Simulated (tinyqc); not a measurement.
Landau levels of bilayer graphene, step by step. Values are carried at full precision from step to step, so a last printed digit may differ when a step is redone from the rounded ones.

In a field B along z: l = 1/sqrt((e/hbar) B) is the magnetic length, n_B = B/(h/e) the number of states per area in one level, hbar wc = 2 muB B/m for mass m in m0; 1/angstrom^2 = 1e16/cm^2.

Constants: e/hbar = 1.519267448e-05 1/(T angstrom^2); h/e = 413566.7697 T angstrom^2; muB = 5.788381798e-05 eV/T; e^2/h = 3.874045865e-05 S.

Parameters, chosen for this exercise (near those of bilayer graphene; not measured data):
- B = 10.8 T (magnetic field)
- n = 2 x 1e11/cm^2 (electron sheet density)
- hv = 6.45 eV angstrom (hbar v)
- g1 = 0.402 eV (interlayer hopping)

## Scales set by the field

Give l, n_B and the filling factor nu = n/n_B.

l = 78.07 angstrom
n_B = 2.6114 x 1e11/cm^2
nu = 0.766

## The lowest levels

Four-band model without bias: with w = sqrt(2) hv/l, E_N^2 = [g1^2 + (2N - 1) w^2 - sqrt(g1^4 + 2 (2N - 1) g1^2 w^2 + w^4)]/2 for N >= 2, and E = 0 for N = 0, 1. The two-band limit is hbar wc sqrt(N (N - 1)) with hbar wc = w^2/g1. Each level is fourfold; of the eight zero-energy states half belong to the electrons.

List the eight lowest, in meV, with the gap to the next.

Levels:
```
label  E (meV)  gap above (meV)
0,1      0.000           43.097
2       43.097           27.420
3       70.517           24.420
4       94.937           22.411
5      117.348           20.874
6      138.221           19.631
7      157.853           18.594
8      176.447           17.709
```

The largest of these gaps, 43.10 meV, first occurs above level 0,1 and is kB T at 500 K.

## Where EF lies

The zero level takes 4 n_B electrons and each higher level 4 n_B. At zero temperature and without broadening EF sits in the partly filled level.

Fill the listed levels in order up to nu; give the partly filled level, its energy and its filled share.

level: 0,1

EF = 0.000 meV
filled share = 0.191

## Fields of the Hall plateaus

A plateau is centred where nu = n/n_B equals 4, 8, 12, 16, 20, 24; there rho_xy = h/(nu e^2).

Plateaus:
```
nu  B (T)  1/B (1/T)  rho_xy (kohm)
4   2.068     0.4836         6.4532
8   1.034     0.9672         3.2266
12  0.689     1.4508         2.1511
16  0.517     1.9344         1.6133
20  0.414     2.4180         1.2906
24  0.345     2.9016         1.0755
```

## Checks

- Level 2 from the four-band matrix in 40 oscillator states against the formula, meV: both 43.097.

Run: tinyqc, `OMP_NUM_THREADS=1 python tinyqc.py 1281706 1281707 out.jsonl`; Intel(R) Xeon(R) Processor @ 2.30GHz, one thread, shared host; about 0.01 s of CPU time with all checks.
